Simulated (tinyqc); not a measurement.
# Carrier lifetime of an n-type layer with SRH, radiative, Auger and surface recombination: two studies

Uniform excess density dn = dp (no trapping), n = n0 + dn, p = p0 + dn, Boltzmann statistics, full ionisation. Surfaces enter as a rate 2 S dn/d, which holds while diffusion to them is fast.

Values chosen for this exercise; band and dielectric values close to those of silicon:
```
symbol,value,unit,meaning
T,300,K,temperature
Eg,1.12,eV,band gap
Nc,2.81e19,cm^-3,conduction-band density of states at T
Nv,2.63e19,cm^-3,valence-band density of states at T
B,4.77e-15,cm^3/s,radiative coefficient
N,9.5e17,cm^-3,donor density
Cn,2.9e-31,cm^6/s,Auger coefficient (two electrons)
Cp,2.7e-31,cm^6/s,Auger coefficient (two holes)
Nt,3.3e11,cm^-3,trap density
sn,4e-14,cm^2,capture cross-section for electrons
sp,5e-17,cm^2,capture cross-section for holes
vth,2e7,cm/s,thermal velocity (both carriers)
Et,0.73,eV,trap level below the conduction band
S,700,cm/s,surface recombination velocity (both faces)
d,100,um,sample thickness
```

Constants: q = 1.602176634e-19 C, kB = 1.380649e-23 J/K, Vt = kB T/q. Results are converted to the units shown.

Each table varies one quantity; the others keep the values above.

## Lifetime against injection

ni = sqrt(Nc Nv) exp(-Eg/(2 Vt)), Eg in volts; majority density N/2 + sqrt(N^2/4 + ni^2), n0 p0 = ni^2; n1 = Nc exp(-Et/Vt), p1 = Nv exp((Et - Eg)/Vt); tn0 = 1/(sn vth Nt), tp0 = 1/(sp vth Nt). With e = n p - ni^2 = dn (n0 + p0 + dn): U_SRH = e/(tp0 (n + n1) + tn0 (p + p1)), U_rad = B e, U_Aug = (Cn n + Cp p) e, U_s = 2 S dn/d. Each tau is dn over its rate; tau = dn/U with U the sum.

The same in every row: tau_s (s) = 7.1429e-6.

Result of one run:

| dn (cm^-3) | tau_SRH (s) | tau_rad (s) | tau_Aug (s) | tau (s) | radiative share (%) | largest path |
|---|---|---|---|---|---|---|
| 1e11 | 0.0030303 | 2.2068e-4 | 3.8208e-6 | 2.4595e-6 | 1.1145 | Auger |

What becomes of these results when the excess density dn is changed from 1e11 to 1e14 cm^-3, all else the same?

Result of the changed run:

| dn (cm^-3) | tau_SRH (s) | tau_rad (s) | tau_Aug (s) | tau (s) | radiative share (%) | largest path |
|---|---|---|---|---|---|---|
| 1e14 | 0.0030303 | 2.2065e-4 | 3.8196e-6 | 2.4590e-6 | 1.1144 | Auger |

The whole series:

| dn (cm^-3) | tau_SRH (s) | tau_rad (s) | tau_Aug (s) | tau (s) | radiative share (%) | largest path |
|---|---|---|---|---|---|---|
| 1e11 | 0.0030303 | 2.2068e-4 | 3.8208e-6 | 2.4595e-6 | 1.1145 | Auger |
| 1e12 | 0.0030303 | 2.2068e-4 | 3.8208e-6 | 2.4595e-6 | 1.1145 | Auger |
| 1e13 | 0.0030303 | 2.2068e-4 | 3.8207e-6 | 2.4595e-6 | 1.1145 | Auger |
| 1e14 | 0.0030303 | 2.2065e-4 | 3.8196e-6 | 2.4590e-6 | 1.1144 | Auger |
| 1e15 | 0.0030303 | 2.2045e-4 | 3.8090e-6 | 2.4546e-6 | 1.1135 | Auger |
| 1e16 | 0.0030303 | 2.1838e-4 | 3.7057e-6 | 2.4110e-6 | 1.1040 | Auger |
| 1e17 | 0.0030307 | 1.9966e-4 | 2.8729e-6 | 2.0267e-6 | 1.0151 | Auger |
| 1e18 | 0.0030322 | 1.0751e-4 | 6.1379e-7 | 5.6216e-7 | 0.52289 | Auger |
| 1e19 | 0.0030338 | 1.9146e-5 | 1.5543e-8 | 1.5497e-8 | 0.080942 | Auger |

Auger recombination leads at dn = 1e11 and in all other rows. The total lifetime falls from 2.46e-6 to 1.55e-8 s. tau_SRH goes from 0.00303 s (low-injection limit 0.00303 s) to 0.00303 s (high-injection limit tn0 + tp0 = 0.00303 s). Between the last two rows tau_rad goes as dn^(-0.75) and tau_Aug as dn^(-1.60); the radiative share falls from 1.11 to 0.0809 %. For dn = 1e19 the carriers are degenerate, where B and the Auger coefficients no longer stay constant.

## Effect of the donor density at dn = 2e14 cm^-3

Same model as above.

Here dn = 2e14 cm^-3.

The same in every row: tau_s (s) = 7.143e-6.

Results:

| N (cm^-3) | tau_SRH (s) | tau_rad (s) | tau_Aug (s) | tau (s) | radiative share (%) | largest path |
|---|---|---|---|---|---|---|
| 1e14 | 0.003033 | 0.6988 | 23.64 | 7.126e-6 | 0.001020 | surface |
| 5e14 | 0.003031 | 0.2995 | 5.559 | 7.126e-6 | 0.002379 | surface |
| 2e15 | 0.003031 | 0.09529 | 0.6569 | 7.125e-6 | 0.007477 | surface |
| 1e16 | 0.003030 | 0.02055 | 0.03255 | 7.122e-6 | 0.03465 | surface |
| 4e16 | 0.003030 | 0.005215 | 0.002124 | 7.093e-6 | 0.1360 | surface |
| 9e17 | 0.003030 | 2.329e-4 | 4.254e-6 | 2.634e-6 | 1.131 | Auger |
| 4e18 | 0.003030 | 5.241e-5 | 2.155e-7 | 2.083e-7 | 0.3975 | Auger |

Estimate the missing row, N = 2e17 cm^-3.

Computed row:

| N (cm^-3) | tau_SRH (s) | tau_rad (s) | tau_Aug (s) | tau (s) | radiative share (%) | largest path |
|---|---|---|---|---|---|---|
| 2e17 | 0.003030 | 0.001047 | 8.595e-5 | 6.539e-6 | 0.6245 | surface |

With this row back in the table: Surface recombination leads at N = 1e14, Auger from 9e17 on. tau_SRH stays near 0.00303 s and the total lifetime falls from 7.13e-6 to 2.08e-7 s. Between the last two rows tau_rad goes as N^(-1.00) and tau_Aug as N^(-2.00).

Range of the model: S d exceeds 2.5 cm^2/s, comparable with a diffusion coefficient, so 2 S/d overstates the surface loss.

Program tinyqc, `OMP_NUM_THREADS=1 python tinyqc.py 2300126 2300127 out.jsonl`; Intel Xeon 2.30GHz, shared host, one thread, about 0.01 s.
